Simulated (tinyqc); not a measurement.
RHF in the 6-31g basis, for H3-, spin multiplicity 1, step by step (part 1 of 2). The basis has no diffuse functions, so it cannot describe the extra electron: this is an exercise in the method, not the real anion. Computed by tinyqc, a small Python program that keeps every step (integrals from PySCF). Settings: charge = -1, multiplicity = 1, basis = 6-31g, energy threshold = 1e-09, iteration cap = 82, orthogonalisation = symmetric, start = core, DIIS depth = 0, method = RHF. Command: `OMP_NUM_THREADS=1 python tinyqc.py 21250 21251 out.jsonl` (the two numbers bound the seeds that draw the settings). One thread of a shared host (Intel(R) Xeon(R) Processor @ 2.60GHz), about 0.07 s of CPU time with the checks. Later iterations appear only in the table of the cycle.

## One-electron integrals

Geometry (angstrom):
```
atom         x         y          z
H     0.000000  0.000000   0.000000
H     0.000000  0.000000   1.286000
H     0.000000  0.000000  -1.286000
```

Basis 6-31g: exponents (1/bohr^2) and contraction coefficients of normalised primitives:
```
element  l (shell)   exponent  coefficient
H            s (1)  18.731137     0.033495
H            s (1)   2.825394     0.234727
H            s (1)   0.640122     0.813757
H            s (2)   0.161278     1.000000
```

Overlap, kinetic and nuclear-attraction integrals over the contracted functions; the nuclear repulsion is the sum of Za Zb / Rab.

nuclear repulsion = 1.02872708 hartree

overlap S, order 1H 1s, 1H 2s, 2H 1s, 2H 2s, 3H 1s, 3H 2s:
$$\begin{pmatrix}
1.000000 & 0.658292 & 0.112311 & 0.303047 & 0.112311 & 0.303047 \\
0.658292 & 1.000000 & 0.303047 & 0.621115 & 0.303047 & 0.621115 \\
0.112311 & 0.303047 & 1.000000 & 0.658292 & 0.000346 & 0.029863 \\
0.303047 & 0.621115 & 0.658292 & 1.000000 & 0.029863 & 0.148830 \\
0.112311 & 0.303047 & 0.000346 & 0.029863 & 1.000000 & 0.658292 \\
0.303047 & 0.621115 & 0.029863 & 0.148830 & 0.658292 & 1.000000
\end{pmatrix}$$

kinetic energy T (hartree), order 1H 1s, 1H 2s, 2H 1s, 2H 2s, 3H 1s, 3H 2s:
$$\begin{pmatrix}
1.395678 & 0.259735 & -0.045823 & 0.057480 & -0.045823 & 0.057480 \\
0.259735 & 0.241917 & 0.057480 & 0.102552 & 0.057480 & 0.102552 \\
-0.045823 & 0.057480 & 1.395678 & 0.259735 & -0.001350 & -0.012368 \\
0.057480 & 0.102552 & 0.259735 & 0.241917 & -0.012368 & -0.009720 \\
-0.045823 & 0.057480 & -0.001350 & -0.012368 & 1.395678 & 0.259735 \\
0.057480 & 0.102552 & -0.012368 & -0.009720 & 0.259735 & 0.241917
\end{pmatrix}$$

nuclear attraction V (hartree), order 1H 1s, 1H 2s, 2H 1s, 2H 2s, 3H 1s, 3H 2s:
$$\begin{pmatrix}
-2.476158 & -1.283067 & -0.215046 & -0.576702 & -0.215046 & -0.576702 \\
-1.283067 & -1.421902 & -0.540261 & -0.855701 & -0.540261 & -0.855701 \\
-0.215046 & -0.540261 & -2.270440 & -1.148130 & -0.000726 & -0.052631 \\
-0.576702 & -0.855701 & -1.148130 & -1.237103 & -0.052631 & -0.211621 \\
-0.215046 & -0.540261 & -0.000726 & -0.052631 & -2.270440 & -1.148130 \\
-0.576702 & -0.855701 & -0.052631 & -0.211621 & -1.148130 & -1.237103
\end{pmatrix}$$

core Hamiltonian H = T + V (hartree), order 1H 1s, 1H 2s, 2H 1s, 2H 2s, 3H 1s, 3H 2s:
$$\begin{pmatrix}
-1.080479 & -1.023332 & -0.260869 & -0.519223 & -0.260869 & -0.519223 \\
-1.023332 & -1.179985 & -0.482782 & -0.753149 & -0.482782 & -0.753149 \\
-0.260869 & -0.482782 & -0.874761 & -0.888395 & -0.002076 & -0.064999 \\
-0.519223 & -0.753149 & -0.888395 & -0.995186 & -0.064999 & -0.221341 \\
-0.260869 & -0.482782 & -0.002076 & -0.064999 & -0.874761 & -0.888395 \\
-0.519223 & -0.753149 & -0.064999 & -0.221341 & -0.888395 & -0.995186
\end{pmatrix}$$

## Two-electron integrals

Functions are numbered as in S; the eight-fold symmetry (ij|kl) = (ji|kl) = (kl|ij) leaves the list below.

Two-electron integrals (ij|kl) in chemists' order, unique and non-zero (hartree):
```
(11|11) 1.076566   (21|11) 0.578470   (21|21) 0.329423   (22|11) 0.587396
(22|21) 0.361304   (22|22) 0.453150   (31|11) 0.080698   (31|21) 0.048346
(31|22) 0.057179   (31|31) 0.011450   (32|11) 0.147452   (32|21) 0.094043
(32|22) 0.126223   (32|31) 0.025163   (32|32) 0.068864   (33|11) 0.410272
(33|21) 0.267923   (33|22) 0.380971   (33|31) 0.080698   (33|32) 0.254738
(33|33) 1.076566   (41|11) 0.254738   (41|21) 0.146550   (41|22) 0.163353
(41|31) 0.025163   (41|32) 0.050478   (41|33) 0.147452   (41|41) 0.068864
(42|11) 0.321384   (42|21) 0.200719   (42|22) 0.260628   (42|31) 0.040001
(42|32) 0.098373   (42|33) 0.321384   (42|41) 0.098373   (42|42) 0.174818
(43|11) 0.267923   (43|21) 0.173942   (43|22) 0.245075   (43|31) 0.048346
(43|32) 0.146550   (43|33) 0.578470   (43|41) 0.094043   (43|42) 0.200719
(43|43) 0.329423   (44|11) 0.380971   (44|21) 0.245075   (44|22) 0.342556
(44|31) 0.057179   (44|32) 0.163353   (44|33) 0.587396   (44|41) 0.126223
(44|42) 0.260628   (44|43) 0.361304   (44|44) 0.453150   (51|11) 0.080698
(51|21) 0.048346   (51|22) 0.057179   (51|31) 0.005282   (51|32) 0.010729
(51|33) 0.030970   (51|41) 0.018925   (51|42) 0.026504   (51|43) 0.020382
(51|44) 0.030667   (51|51) 0.011450   (52|11) 0.147452   (52|21) 0.094043
(52|22) 0.126223   (52|31) 0.010729   (52|32) 0.023250   (52|33) 0.068801
(52|41) 0.036953   (52|42) 0.057256   (52|43) 0.045289   (52|44) 0.068611
(52|51) 0.025163   (52|52) 0.068864   (53|11) 0.000336   (53|21) 0.000187
(53|22) 0.000198   (53|31) 0.000027   (53|32) 0.000051   (53|33) 0.000142
(53|41) 0.000083   (53|42) 0.000109   (53|43) 0.000092   (53|44) 0.000131
(53|51) 0.000027   (53|52) 0.000051   (53|53) 1.08e-07   (54|11) 0.017599
(54|21) 0.010914   (54|22) 0.013789   (54|31) 0.001241   (54|32) 0.002605
(54|33) 0.007611   (54|41) 0.004317   (54|42) 0.006394   (54|43) 0.005008
(54|44) 0.007550   (54|51) 0.002653   (54|52) 0.006486   (54|53) 0.000006
(54|54) 0.000650   (55|11) 0.410272   (55|21) 0.267923   (55|22) 0.380971
(55|31) 0.030970   (55|32) 0.068801   (55|33) 0.205745   (55|41) 0.105002
(55|42) 0.169105   (55|43) 0.135440   (55|44) 0.205667   (55|51) 0.080698
(55|52) 0.254738   (55|53) 0.000142   (55|54) 0.022110   (55|55) 1.076566
(61|11) 0.254738   (61|21) 0.146550   (61|22) 0.163353   (61|31) 0.018925
(61|32) 0.036953   (61|33) 0.105002   (61|41) 0.062033   (61|42) 0.084508
(61|43) 0.068770   (61|44) 0.100206   (61|51) 0.025163   (61|52) 0.050478
(61|53) 0.000083   (61|54) 0.005710   (61|55) 0.147452   (61|61) 0.068864
(62|11) 0.321384   (62|21) 0.200719   (62|22) 0.260628   (62|31) 0.026504
(62|32) 0.057256   (62|33) 0.169105   (62|41) 0.084508   (62|42) 0.132153
(62|43) 0.110762   (62|44) 0.163842   (62|51) 0.040001   (62|52) 0.098373
(62|53) 0.000109   (62|54) 0.010019   (62|55) 0.321384   (62|61) 0.098373
(62|62) 0.174818   (63|11) 0.017599   (63|21) 0.010914   (63|22) 0.013789
(63|31) 0.002653   (63|32) 0.006486   (63|33) 0.022110   (63|41) 0.005710
(63|42) 0.010019   (63|43) 0.013077   (63|44) 0.015253   (63|51) 0.001241
(63|52) 0.002605   (63|53) 0.000006   (63|54) 0.000296   (63|55) 0.007611
(63|61) 0.004317   (63|62) 0.006394   (63|63) 0.000650   (64|11) 0.087422
(64|21) 0.053773   (64|22) 0.067442   (64|31) 0.008510   (64|32) 0.018786
(64|33) 0.056700   (64|41) 0.024312   (64|42) 0.038789   (64|43) 0.036474
(64|44) 0.050982   (64|51) 0.008510   (64|52) 0.018786   (64|53) 0.000029
(64|54) 0.002052   (64|55) 0.056700   (64|61) 0.024312   (64|62) 0.038789
(64|63) 0.002052   (64|64) 0.010037   (65|11) 0.267923   (65|21) 0.173942
(65|22) 0.245075   (65|31) 0.020382   (65|32) 0.045289   (65|33) 0.135440
(65|41) 0.068770   (65|42) 0.110762   (65|43) 0.089158   (65|44) 0.135320
(65|51) 0.048346   (65|52) 0.146550   (65|53) 0.000092   (65|54) 0.013077
(65|55) 0.578470   (65|61) 0.094043   (65|62) 0.200719   (65|63) 0.005008
(65|64) 0.036474   (65|65) 0.329423   (66|11) 0.380971   (66|21) 0.245075
(66|22) 0.342556   (66|31) 0.030667   (66|32) 0.068611   (66|33) 0.205667
(66|41) 0.100206   (66|42) 0.163842   (66|43) 0.135320   (66|44) 0.204558
(66|51) 0.057179   (66|52) 0.163353   (66|53) 0.000131   (66|54) 0.015253
(66|55) 0.587396   (66|61) 0.126223   (66|62) 0.260628   (66|63) 0.007550
(66|64) 0.050982   (66|65) 0.361304   (66|66) 0.453150
```

## Orthogonalisation

S = U s U^T; symmetric (Loewdin) form X = U s^(-1/2) U^T, so that X^T S X = 1.

eigenvalues of S: [0.109776, 0.292613, 0.386734, 0.923555, 1.558211, 2.729109]

X, order 1H 1s, 1H 2s, 2H 1s, 2H 2s, 3H 1s, 3H 2s:
$$\begin{pmatrix}
1.274322 & -0.583142 & 0.015674 & 0.058581 & 0.015674 & 0.058581 \\
-0.583142 & 1.998488 & 0.020624 & -0.658437 & 0.020624 & -0.658437 \\
0.015674 & 0.020624 & 1.254705 & -0.502277 & -0.008716 & 0.017877 \\
0.058581 & -0.658437 & -0.502277 & 1.569812 & 0.017877 & 0.183490 \\
0.015674 & 0.020624 & -0.008716 & 0.017877 & 1.254705 & -0.502277 \\
0.058581 & -0.658437 & 0.017877 & 0.183490 & -0.502277 & 1.569812
\end{pmatrix}$$

## Starting guess

The start is the orbitals of the core Hamiltonian; D = 2 C_occ C_occ^T.

D at the start, order 1H 1s, 1H 2s, 2H 1s, 2H 2s, 3H 1s, 3H 2s:
$$\begin{pmatrix}
0.377328 & 0.420058 & 0.157336 & 0.035160 & 0.157336 & 0.035160 \\
0.420058 & 0.467625 & 0.175152 & 0.039142 & 0.175152 & 0.039142 \\
0.157336 & 0.175152 & 0.332144 & 0.335978 & -0.200935 & -0.306656 \\
0.035160 & 0.039142 & 0.335978 & 0.390628 & -0.306656 & -0.384076 \\
0.157336 & 0.175152 & -0.200935 & -0.306656 & 0.332144 & 0.335978 \\
0.035160 & 0.039142 & -0.306656 & -0.384076 & 0.335978 & 0.390628
\end{pmatrix}$$

## Iteration 1: building the Fock matrix

J_ij = sum D_kl (ij|kl), K_ij = sum D_kl (ik|jl); F = H + J - 0.5 K; E = tr D H + tr D J / 2 - 0.25 tr D K + E_nn.

Coulomb J (hartree), order 1H 1s, 1H 2s, 2H 1s, 2H 2s, 3H 1s, 3H 2s:
$$\begin{pmatrix}
2.248484 & 1.360771 & 0.232600 & 0.620496 & 0.232600 & 0.620496 \\
1.360771 & 1.706540 & 0.562518 & 1.022224 & 0.562518 & 1.022224 \\
0.232600 & 0.562518 & 1.916254 & 1.159730 & 0.000749 & 0.057430 \\
0.620496 & 1.022224 & 1.159730 & 1.468722 & 0.057430 & 0.253984 \\
0.232600 & 0.562518 & 0.000749 & 0.057430 & 1.916254 & 1.159730 \\
0.620496 & 1.022224 & 0.057430 & 0.253984 & 1.159730 & 1.468722
\end{pmatrix}$$

exchange K (hartree), order 1H 1s, 1H 2s, 2H 1s, 2H 2s, 3H 1s, 3H 2s:
$$\begin{pmatrix}
1.211914 & 0.994560 & 0.356742 & 0.567085 & 0.356742 & 0.567085 \\
0.994560 & 0.989835 & 0.492246 & 0.640159 & 0.492246 & 0.640159 \\
0.356742 & 0.492246 & 1.039388 & 0.825974 & -0.088565 & 0.010535 \\
0.567085 & 0.640159 & 0.825974 & 0.794457 & 0.010535 & 0.145195 \\
0.356742 & 0.492246 & -0.088565 & 0.010535 & 1.039388 & 0.825974 \\
0.567085 & 0.640159 & 0.010535 & 0.145195 & 0.825974 & 0.794457
\end{pmatrix}$$

Fock matrix F (hartree), order 1H 1s, 1H 2s, 2H 1s, 2H 2s, 3H 1s, 3H 2s:
$$\begin{pmatrix}
0.562047 & -0.159841 & -0.206640 & -0.182270 & -0.206640 & -0.182270 \\
-0.159841 & 0.031637 & -0.166386 & -0.051004 & -0.166386 & -0.051004 \\
-0.206640 & -0.166386 & 0.521799 & -0.141652 & 0.042955 & -0.012836 \\
-0.182270 & -0.051004 & -0.141652 & 0.076308 & -0.012836 & -0.039955 \\
-0.206640 & -0.166386 & 0.042955 & -0.012836 & 0.521799 & -0.141652 \\
-0.182270 & -0.051004 & -0.012836 & -0.039955 & -0.141652 & 0.076308
\end{pmatrix}$$

total energy of this density = -1.34981969 hartree

## Iteration 1: diagonalisation and new density

Diagonalise F' = X^T F X, C = X C', fill 2 alpha and 2 beta electrons from the bottom; D = 2 C_occ C_occ^T. Each column has its largest component positive (the first on a tie).

F' = X^T F X (hartree):
$$\begin{pmatrix}
1.103101 & -0.661873 & -0.101769 & -0.075533 & -0.101769 & -0.075533 \\
-0.661873 & 0.701466 & -0.113938 & -0.159186 & -0.113938 & -0.159186 \\
-0.101769 & -0.113938 & 1.005662 & -0.593990 & 0.040551 & 0.065004 \\
-0.075533 & -0.159186 & -0.593990 & 0.536616 & 0.065004 & -0.002163 \\
-0.101769 & -0.113938 & 0.040551 & 0.065004 & 1.005662 & -0.593990 \\
-0.075533 & -0.159186 & 0.065004 & -0.002163 & -0.593990 & 0.536616
\end{pmatrix}$$

orbital energies (hartree): MO1 -0.115930, MO2 0.059331, MO3 0.525960, MO4 1.372621, MO5 1.444558, MO6 1.602581

coefficients C, order 1H 1s, 1H 2s, 2H 1s, 2H 2s, 3H 1s, 3H 2s:
$$\begin{pmatrix}
0.245485 & 0.000000 & 0.177369 & 0.215950 & 0.000000 & -1.353864 \\
0.367730 & 0.000000 & 1.422973 & 0.126672 & 0.000000 & 1.739487 \\
0.167198 & 0.228167 & -0.065222 & 0.913112 & 0.938795 & 0.168085 \\
0.241180 & 0.576299 & -0.993782 & -0.809588 & -0.874131 & -0.624599 \\
0.167198 & -0.228167 & -0.065222 & 0.913112 & -0.938795 & 0.168085 \\
0.241180 & -0.576299 & -0.993782 & -0.809588 & 0.874131 & -0.624599
\end{pmatrix}$$

D after iteration 1, order 1H 1s, 1H 2s, 2H 1s, 2H 2s, 3H 1s, 3H 2s:
$$\begin{pmatrix}
0.120526 & 0.180545 & 0.082089 & 0.118412 & 0.082089 & 0.118412 \\
0.180545 & 0.270451 & 0.122967 & 0.177378 & 0.122967 & 0.177378 \\
0.082089 & 0.122967 & 0.160031 & 0.343634 & -0.048210 & -0.182335 \\
0.118412 & 0.177378 & 0.343634 & 0.780575 & -0.182335 & -0.547905 \\
0.082089 & 0.122967 & -0.048210 & -0.182335 & 0.160031 & 0.343634 \\
0.118412 & 0.177378 & -0.182335 & -0.547905 & 0.343634 & 0.780575
\end{pmatrix}$$

## Iteration 2: building the Fock matrix

As before.

Coulomb J (hartree), order 1H 1s, 1H 2s, 2H 1s, 2H 2s, 3H 1s, 3H 2s:
$$\begin{pmatrix}
1.930872 & 1.200883 & 0.211184 & 0.551155 & 0.211184 & 0.551155 \\
1.200883 & 1.576566 & 0.531111 & 0.958497 & 0.531111 & 0.958497 \\
0.211184 & 0.531111 & 1.822840 & 1.111907 & 0.000652 & 0.053255 \\
0.551155 & 0.958497 & 1.111907 & 1.420157 & 0.053255 & 0.234640 \\
0.211184 & 0.531111 & 0.000652 & 0.053255 & 1.822840 & 1.111907 \\
0.551155 & 0.958497 & 0.053255 & 0.234640 & 1.111907 & 1.420157
\end{pmatrix}$$

exchange K (hartree), order 1H 1s, 1H 2s, 2H 1s, 2H 2s, 3H 1s, 3H 2s:
$$\begin{pmatrix}
0.766111 & 0.749307 & 0.322071 & 0.476629 & 0.322071 & 0.476629 \\
0.749307 & 0.907037 & 0.508089 & 0.654005 & 0.508089 & 0.654005 \\
0.322071 & 0.508089 & 0.976433 & 0.858298 & -0.040234 & 0.044475 \\
0.476629 & 0.654005 & 0.858298 & 0.891750 & 0.044475 & 0.164380 \\
0.322071 & 0.508089 & -0.040234 & 0.044475 & 0.976433 & 0.858298 \\
0.476629 & 0.654005 & 0.044475 & 0.164380 & 0.858298 & 0.891750
\end{pmatrix}$$

Fock matrix F (hartree), order 1H 1s, 1H 2s, 2H 1s, 2H 2s, 3H 1s, 3H 2s:
$$\begin{pmatrix}
0.467337 & -0.197103 & -0.210721 & -0.206383 & -0.210721 & -0.206383 \\
-0.197103 & -0.056937 & -0.205715 & -0.121655 & -0.205715 & -0.121655 \\
-0.210721 & -0.205715 & 0.459862 & -0.205636 & 0.018693 & -0.033982 \\
-0.206383 & -0.121655 & -0.205636 & -0.020904 & -0.033982 & -0.068891 \\
-0.210721 & -0.205715 & 0.018693 & -0.033982 & 0.459862 & -0.205636 \\
-0.206383 & -0.121655 & -0.033982 & -0.068891 & -0.205636 & -0.020904
\end{pmatrix}$$

total energy of this density = -1.54187286 hartree

## Iteration 2: diagonalisation and new density

As before.

F' = X^T F X (hartree):
$$\begin{pmatrix}
0.976905 & -0.614950 & -0.090125 & -0.080441 & -0.090125 & -0.080441 \\
-0.614950 & 0.626067 & -0.120204 & -0.186130 & -0.120204 & -0.186130 \\
-0.090125 & -0.120204 & 0.963691 & -0.614919 & 0.020885 & 0.056707 \\
-0.080441 & -0.186130 & -0.614919 & 0.462559 & 0.056707 & 0.003409 \\
-0.090125 & -0.120204 & 0.020885 & 0.056707 & 0.963691 & -0.614919 \\
-0.080441 & -0.186130 & 0.056707 & 0.003409 & -0.614919 & 0.462559
\end{pmatrix}$$

orbital energies (hartree): MO1 -0.215572, MO2 -0.012859, MO3 0.483840, MO4 1.330498, MO5 1.414814, MO6 1.454750

coefficients C, order 1H 1s, 1H 2s, 2H 1s, 2H 2s, 3H 1s, 3H 2s:
$$\begin{pmatrix}
0.230400 & 0.000000 & 0.222506 & 0.375713 & 0.000000 & -1.314364 \\
0.329135 & 0.000000 & 1.378269 & -0.051937 & 0.000000 & 1.786417 \\
0.164693 & 0.212758 & -0.081773 & 0.887598 & 0.942407 & 0.269434 \\
0.275575 & 0.590540 & -0.950362 & -0.744697 & -0.864573 & -0.746743 \\
0.164693 & -0.212758 & -0.081773 & 0.887598 & -0.942407 & 0.269434 \\
0.275575 & -0.590540 & -0.950362 & -0.744697 & 0.864573 & -0.746743
\end{pmatrix}$$

D after iteration 2, order 1H 1s, 1H 2s, 2H 1s, 2H 2s, 3H 1s, 3H 2s:
$$\begin{pmatrix}
0.106168 & 0.151665 & 0.075891 & 0.126985 & 0.075891 & 0.126985 \\
0.151665 & 0.216660 & 0.108413 & 0.181403 & 0.108413 & 0.181403 \\
0.075891 & 0.108413 & 0.144780 & 0.342055 & -0.036284 & -0.160514 \\
0.126985 & 0.181403 & 0.342055 & 0.849358 & -0.160514 & -0.545593 \\
0.075891 & 0.108413 & -0.036284 & -0.160514 & 0.144780 & 0.342055 \\
0.126985 & 0.181403 & -0.160514 & -0.545593 & 0.342055 & 0.849358
\end{pmatrix}$$

## Iteration 3: building the Fock matrix

As before.

Coulomb J (hartree), order 1H 1s, 1H 2s, 2H 1s, 2H 2s, 3H 1s, 3H 2s:
$$\begin{pmatrix}
1.893880 & 1.181347 & 0.208528 & 0.542632 & 0.208528 & 0.542632 \\
1.181347 & 1.559395 & 0.527297 & 0.950151 & 0.527297 & 0.950151 \\
0.208528 & 0.527297 & 1.812756 & 1.106603 & 0.000640 & 0.052730 \\
0.542632 & 0.950151 & 1.106603 & 1.414372 & 0.052730 & 0.232084 \\
0.208528 & 0.527297 & 0.000640 & 0.052730 & 1.812756 & 1.106603 \\
0.542632 & 0.950151 & 0.052730 & 0.232084 & 1.106603 & 1.414372
\end{pmatrix}$$

exchange K (hartree), order 1H 1s, 1H 2s, 2H 1s, 2H 2s, 3H 1s, 3H 2s:
$$\begin{pmatrix}
0.716830 & 0.715109 & 0.315608 & 0.462346 & 0.315608 & 0.462346 \\
0.715109 & 0.885952 & 0.506828 & 0.649806 & 0.506828 & 0.649806 \\
0.315608 & 0.506828 & 0.970290 & 0.861528 & -0.034581 & 0.048018 \\
0.462346 & 0.649806 & 0.861528 & 0.901373 & 0.048018 & 0.164835 \\
0.315608 & 0.506828 & -0.034581 & 0.048018 & 0.970290 & 0.861528 \\
0.462346 & 0.649806 & 0.048018 & 0.164835 & 0.861528 & 0.901373
\end{pmatrix}$$

Fock matrix F (hartree), order 1H 1s, 1H 2s, 2H 1s, 2H 2s, 3H 1s, 3H 2s:
$$\begin{pmatrix}
0.454986 & -0.199540 & -0.210145 & -0.207764 & -0.210145 & -0.207764 \\
-0.199540 & -0.063566 & -0.208898 & -0.127900 & -0.208898 & -0.127900 \\
-0.210145 & -0.208898 & 0.452850 & -0.212556 & 0.015855 & -0.036278 \\
-0.207764 & -0.127900 & -0.212556 & -0.031500 & -0.036278 & -0.071675 \\
-0.210145 & -0.208898 & 0.015855 & -0.036278 & 0.452850 & -0.212556 \\
-0.207764 & -0.127900 & -0.036278 & -0.071675 & -0.212556 & -0.031500
\end{pmatrix}$$

total energy of this density = -1.54480343 hartree

## Iteration 3: diagonalisation and new density

As before.

F' = X^T F X (hartree):
$$\begin{pmatrix}
0.958688 & -0.607838 & -0.088453 & -0.080487 & -0.088453 & -0.080487 \\
-0.607838 & 0.620163 & -0.119771 & -0.188384 & -0.119771 & -0.188384 \\
-0.088453 & -0.119771 & 0.958684 & -0.617333 & 0.018579 & 0.055265 \\
-0.080487 & -0.188384 & -0.617333 & 0.453272 & 0.055265 & 0.003599 \\
-0.088453 & -0.119771 & 0.018579 & 0.055265 & 0.958684 & -0.617333 \\
-0.080487 & -0.188384 & 0.055265 & 0.003599 & -0.617333 & 0.453272
\end{pmatrix}$$

orbital energies (hartree): MO1 -0.224802, MO2 -0.021015, MO3 0.477252, MO4 1.324613, MO5 1.410793, MO6 1.435921

coefficients C, order 1H 1s, 1H 2s, 2H 1s, 2H 2s, 3H 1s, 3H 2s:
$$\begin{pmatrix}
0.229695 & 0.000000 & 0.231101 & 0.425663 & 0.000000 & -1.297671 \\
0.319423 & 0.000000 & 1.369862 & -0.117866 & 0.000000 & 1.791507 \\
0.164399 & 0.210876 & -0.083520 & 0.876765 & 0.942830 & 0.302517 \\
0.282452 & 0.592265 & -0.943268 & -0.716729 & -0.863392 & -0.779804 \\
0.164399 & -0.210876 & -0.083520 & 0.876765 & -0.942830 & 0.302517 \\
0.282452 & -0.592265 & -0.943268 & -0.716729 & 0.863392 & -0.779804
\end{pmatrix}$$

D after iteration 3, order 1H 1s, 1H 2s, 2H 1s, 2H 2s, 3H 1s, 3H 2s:
$$\begin{pmatrix}
0.105519 & 0.146740 & 0.075523 & 0.129755 & 0.075523 & 0.129755 \\
0.146740 & 0.204063 & 0.105026 & 0.180443 & 0.105026 & 0.180443 \\
0.075523 & 0.105026 & 0.142992 & 0.342659 & -0.034883 & -0.156920 \\
0.129755 & 0.180443 & 0.342659 & 0.861114 & -0.156920 & -0.541998 \\
0.075523 & 0.105026 & -0.034883 & -0.156920 & 0.142992 & 0.342659 \\
0.129755 & 0.180443 & -0.156920 & -0.541998 & 0.342659 & 0.861114
\end{pmatrix}$$
